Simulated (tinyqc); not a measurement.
Worked calculation: Landau-Devonshire theory of a uniaxial ferroelectric. Computed by tinyqc, a small Python program that keeps every step. Command: `OMP_NUM_THREADS=1 python tinyqc.py 3024122 3024123 out.jsonl ferro walk`. One thread of a shared host (Intel(R) Xeon(R) Processor @ 2.30GHz), about 0.01 s of CPU time with the checks. Intermediate numbers are printed to about 6 digits and carried at full precision; extremes and crossings named in words are read from the listed rows.

G(P) = (alpha/2) P^2 + (beta*/4) P^4 + (gamma/6) P^6 - E P per volume, SI units, one domain, P along the polar axis, which is normal to the film.

Inputs (values chosen for the exercise, for a model ferroelectric): alpha_0 = 281000 J m/(C^2 K); Curie-Weiss temperature T0 = 480 K; beta = 3.54e+09 J m^5/C^4; gamma = 6.69e+10 J m^9/C^6; temperature T = 375 K; misfit strain u_m = -0.012; electrostriction Q12 = -0.02 m^4/C^2; compliance s11 + s12 = 3.7e-12 m^2/N; applied field E = 4.5 MV/m; film thickness d = 7.9 nm; screening length lambda = 0.0062 nm; background permittivity eps_b = 20; gradient coefficient g = 7.5e-11 J m^3/C^2; series capacitance C_d = 1.2 microfarad/cm^2; start of Newton steps P0/Ps = 2.

Sample: epitaxial film.

Constants: eps_0 = 8.8541878128e-12 F/m.

## Coefficients at T

alpha = alpha_0 (T - T0*), with clamping: T0* = T0 + 4 Q12 u_m/(alpha_0 (s11 + s12)), beta* = beta + 4 Q12^2/(s11 + s12).

T0* = 1403.34 K

alpha = -2.88964e+08 J m/C^2

beta* = 3.97243e+09 J m^5/C^4

Compression raises T0 by 923 K. beta* > 0: the transition is of second order. Caution: a shift of T0 this large is beyond the range where constant coefficients hold.

## Spontaneous polarisation, susceptibility, coercive field

Ps^2 = [-beta* + sqrt(beta*^2 - 4 alpha gamma)]/(2 gamma). chi = 1/(eps_0 G''), G'' = alpha + 3 beta* P^2 + 5 gamma P^4 at Ps. Ps, chi and the coercive field are for perfect screening, without a depolarising field. The intrinsic coercive field is |alpha P + beta* P^3 + gamma P^5| at the P_c where G'' = 0. 1 C/m^2 = 100 microcoulomb/cm^2.

spontaneous polarisation Ps = 20.5979 microcoulomb/cm^2

susceptibility chi = 137.938

well depth G(Ps) = -3.49077 MJ/m^3

P_c = 12.8666 microcoulomb/cm^2

intrinsic coercive field = 26.3593 MV/m

P_c/Ps = 0.625, above the 0.577 of a quartic well, as the sixth-order term matters. Real switching runs by domain nucleation at far lower fields. Caution: far below T0* the expansion with linear alpha(T) is only a fit.

## Polarisation in the field by Newton steps

Solve G'(P) = alpha P + beta* P^3 + gamma P^5 - E = 0 by P(new) = P - G'/G'' from P0; stop when the step is below 1e-11 C/m^2 (G' under 1e-6 MV/m is shown as 0).

Newton steps:
```
step  P (microcoulomb/cm^2)    G' (MV/m)  G'' (MJ m/C^2)
1                   41.1958  9.47943e+02         11367.5
2                   32.8567  2.97642e+02          4896.0
3                   26.7775  8.64974e+01          2285.3
4                   22.9926  2.03349e+01          1275.9
5                   21.3988  2.60716e+00           958.1
6                   21.1267  6.67283e-02           909.3
7                   21.1194  4.75146e-05           908.0
8                   21.1193            0           908.0
```

P at the end of the steps = 21.1193 microcoulomb/cm^2

1/(eps_0 G'') there = 124.380

The linear estimate Ps + eps_0 chi E gives 21.147; the field lowers chi by 9.8 %.

## The 180-degree wall

With the term (g/2) (dP/dx)^2, (g/2) P'^2 = G(P) - G(Ps) across the wall: energy = int_(-Ps)^(Ps) sqrt(2 g [G(P) - G(Ps)]) dP (40 Gauss-Legendre points); width = 2 Ps over the slope at P = 0, sqrt(2 |G(Ps)|/g). Elastic coupling inside the wall is left out.

wall energy = 6.43400 mJ/m^2

wall width = 1.35023 nm

## A capacitor with imperfect screening

Between shorted electrodes with screening length lambda each, the depolarising field is -k P, k = 2 lambda/(eps_0 (d + 2 lambda eps_b)), so alpha turns into alpha + k. The polar state is the lowest uniform state while alpha + k < 0 (beta* > 0) or < 3 beta*^2/(16 gamma) (beta* < 0); setting the equality gives the critical thickness d_c.

depolarising coefficient k = 1.71879e+08 J m/C^2

polarisation of the film = 14.7003 microcoulomb/cm^2

size of the depolarising field = 25.2667 MV/m

critical thickness d_c = 4.59850 nm

The film keeps 71 % of Ps.

## Thickness series

Domains are left out, though they can pre-empt both the loss of P and the state at P = 0. The second and third columns are for the shorted capacitor, polar only where it is the lowest uniform state: alpha + k < 0 (beta* > 0) or < 3 beta*^2/(16 gamma) (beta* < 0). The last column is another circuit, the film in series with C_d at P = 0: 1/C = (alpha d)/(1 + alpha eps_0 eps_b) + 1/C_d, and P = 0 is locally stable while 1/C > 0; a dash marks the rest.

Against thickness:
```
d (nm)  P (microcoulomb/cm^2)  depolarising field (MV/m)  C of the stack / C_d
1                      0.0000                     0.0000               1.00367
2                      0.0000                     0.0000               1.00736
3                      0.0000                     0.0000               1.01109
5                      7.1576                    19.1006               1.01861
8                     14.8029                    25.1346               1.03012
15                    17.9390                    16.4763               1.05800
30                    19.3540                     8.9608               1.12314
60                    19.9942                     4.6476               1.28086
150                   20.3604                     1.8978               2.21331
```

The polar state appears between 3 and 5 nm (d_c = 4.60 nm), and at 150 nm P is 98.8 % of Ps. The stack exceeds C_d wherever it is stable, up to 2.21 times: the ferroelectric held at P = 0 acts as a negative capacitance.

Checks made by the program: Ps against a numerical root of G'(P)/P (relative difference below 1e-10).
